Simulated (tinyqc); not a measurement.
# Thin-body transistor below threshold, two-dimensional Poisson equation on a small mesh, step by step

tinyqc, about 0.1 s, one thread, Intel Xeon 2.30GHz (shared host): `OMP_NUM_THREADS=1 python tinyqc.py 2480088 2480089 out.jsonl` Printed values are rounded.

A thin body on a thick buried insulator of low permittivity, taken as carrying no normal field at the bottom of the body (row 0). Mobile charge is neglected (subthreshold), the body is fully depleted, and potentials are counted from the intrinsic level; rows run upward to the gate, columns from source to drain.

Inputs (values chosen for the exercise); semiconductor permittivity made up: temperature T = 300 K; relative permittivity of the semiconductor eps_r = 13.3; relative permittivity of the insulator eox = 7.5; body thickness tb = 8 nm; insulator thickness tox = 2.7 nm; channel length L = 50 nm; acceptor density of the depleted body Na = 8.6e17 cm^-3; potential of the source Vbi = 0.5 V; gate offset Vfb = -0.02 V; gate voltage Vg = -0.1 V; drain voltage Vd = 0.3 V.

Constants: q = 1.602176634e-19 C, kB = 1.380649e-23 J/K, Vt = kB T/q, eps0 = 8.8541878128e-14 F/cm where lengths are in cm. Results are converted to the units shown.

## Coefficients of the five-point equations

Mesh: rows i = 0..3 in the semiconductor (step hs = tb/3, row 3 on the interface), then 2 step(s) ho = tox/2 up to the gate row 5; columns j = 0..6 (step hy = L/6). Box integration, divided by eps0: up_i = eps hy/h of the interval above row i, dn_i = that of the interval below (0 for row 0), lat_i = (sum of eps h/2 over the intervals above and below)/hy, s_i = -q Na w_i hy/eps0 with w_i the semiconductor height of the box (hs/2 for row 0 and the interface row, hs between, 0 in the insulator). Each free node obeys (up + dn + 2 lat) psi = up psi(above) + dn psi(below) + lat [psi(left) + psi(right)] + s.

```
row       up       dn      lat      s (V)
0    41.5625        0    2.128  -0.172909
1    41.5625  41.5625    4.256  -0.345818
2    41.5625  41.5625    4.256  -0.345818
3    46.2963  41.5625  2.73550  -0.172909
4    46.2963  46.2963    1.215          0
```

## Iteration 1: over-relaxation sweep (omega = 1.5)

psi at the start (fixed values on the edges, free nodes linear between source and drain columns) (V):
```
             j=0        j=1        j=2        j=3        j=4        j=5        j=6
row 0   0.500000   0.550000   0.600000   0.650000   0.700000   0.750000   0.800000
row 1   0.500000   0.550000   0.600000   0.650000   0.700000   0.750000   0.800000
row 2   0.500000   0.550000   0.600000   0.650000   0.700000   0.750000   0.800000
row 3   0.500000   0.550000   0.600000   0.650000   0.700000   0.750000   0.800000
row 4   0.210000   0.235000   0.260000   0.285000   0.310000   0.335000   0.360000
row 5  -0.080000  -0.080000  -0.080000  -0.080000  -0.080000  -0.080000  -0.080000
```

Free nodes: rows 0..4, columns 1..5, taken row by row from row 0, left to right. t = (up psi(above) + dn psi(below) + lat [psi(left) + psi(right)] + s)/(up + dn + 2 lat), with the newest neighbours; psi(new) = psi + 1.5 (t - psi).

psi after iteration 1 (V):
```
             j=0        j=1        j=2        j=3        j=4        j=5        j=6
row 0   0.500000   0.544339   0.593945   0.643917   0.693916   0.743915   0.800000
row 1   0.500000   0.540488   0.589557   0.639474   0.689467   0.739466   0.800000
row 2   0.500000   0.537868   0.586390   0.636230   0.686214   0.736212   0.800000
row 3   0.500000   0.304733   0.324360   0.354316   0.384823   0.415363   0.800000
row 4   0.210000   0.055754   0.055119   0.064979   0.075442   0.085941   0.360000
row 5  -0.080000  -0.080000  -0.080000  -0.080000  -0.080000  -0.080000  -0.080000
```

## Iteration 2: over-relaxation sweep (omega = 1.5)

As before.

psi after iteration 2 (V):
```
             j=0        j=1        j=2        j=3        j=4        j=5        j=6
row 0   0.500000   0.533805   0.581606   0.631352   0.681326   0.731747   0.800000
row 1   0.500000   0.529096   0.575597   0.625114   0.675055   0.726070   0.800000
row 2   0.500000   0.368372   0.383403   0.417080   0.452648   0.490056   0.800000
row 3   0.500000   0.168653   0.155157   0.170759   0.189079   0.224326   0.800000
row 4   0.210000   0.041997   0.029418   0.035850   0.044332   0.070261   0.360000
row 5  -0.080000  -0.080000  -0.080000  -0.080000  -0.080000  -0.080000  -0.080000
```

## Course of the iteration: over-relaxation sweep (omega = 1.5)

Stop when the largest change of psi is below 1e-7 V, or after 400 iterations. Fixed values: gate row Vg - Vfb; column 0 at Vbi and the last column at Vbi + Vd in the semiconductor, each running linearly to Vg - Vfb across the insulator.

Course of the iteration:
```
iteration  psi at row 0, j = 3 (V)  largest |change| of one entry (V)
1                         0.643917                              0.335
2                         0.631352                              0.246
3                         0.616210                              0.182
4                         0.385436                              0.258
5                         0.194842                              0.205
6                         0.101593                             0.0932
7                        0.0346424                             0.0670
8                       -0.0148112                             0.0495
9                       -0.0419891                             0.0272
...                            ...                                ...
18                      -0.0705123                            6.34e-5
19                      -0.0705366                            2.90e-5
20                      -0.0705483                            1.22e-5
21                      -0.0705532                            6.05e-6
22                      -0.0705549                            3.32e-6
23                      -0.0705558                            1.59e-6
24                      -0.0705563                            6.63e-7
25                      -0.0705564                            3.03e-7
26                      -0.0705564                            8.19e-8
```

Converged in 26 iterations. The changes do not fall evenly; from iteration 21 to 26 they shrink by a factor of 2.4 a step on average.

## Barrier, swing and barrier lowering

converged psi (V):
```
             j=0        j=1        j=2        j=3        j=4        j=5        j=6
row 0   0.500000   0.115434  -0.040968  -0.070556  -0.000275   0.238142   0.800000
row 1   0.500000   0.107912  -0.043301  -0.071509  -0.004723   0.225742   0.800000
row 2   0.500000   0.084045  -0.049909  -0.073870  -0.017612   0.186459   0.800000
row 3   0.500000   0.039622  -0.059459  -0.076124  -0.037316   0.113566   0.800000
row 4   0.210000  -0.017872  -0.069168  -0.077690  -0.057893   0.020216   0.360000
row 5  -0.080000  -0.080000  -0.080000  -0.080000  -0.080000  -0.080000  -0.080000
```

d psi/dVg on row 0: j=0 0.000000, j=1 0.577691, j=2 0.823131, j=3 0.885433, j=4 0.823131, j=5 0.577691, j=6 0.000000
d psi/dVd on row 0: j=0 0.00000, j=1 0.00664, j=2 0.02061, j=3 0.05728, j=4 0.15626, j=5 0.41567, j=6 1.00000

The barrier is read along row 0, the path farthest from the gate. Take the node j of lowest psi: barrier Vbi - psi_j; swing Vt ln 10/(d psi_j/dVg); DIBL = (d psi_j/dVd)/(d psi_j/dVg). The derivatives solve the same equations with s = 0 and a unit change of that voltage.

j = 3
barrier = 0.570556 V
swing = 67.2286 mV/decade
DIBL = 64.6954 mV/V

A mesh of 12, 8 and 80 steps (semiconductor, insulator, channel) gives a barrier of 0.583 V, a swing of 66.3 mV a decade and a DIBL of 46.1 mV/V; the small mesh puts the barrier 2.2 % below that.
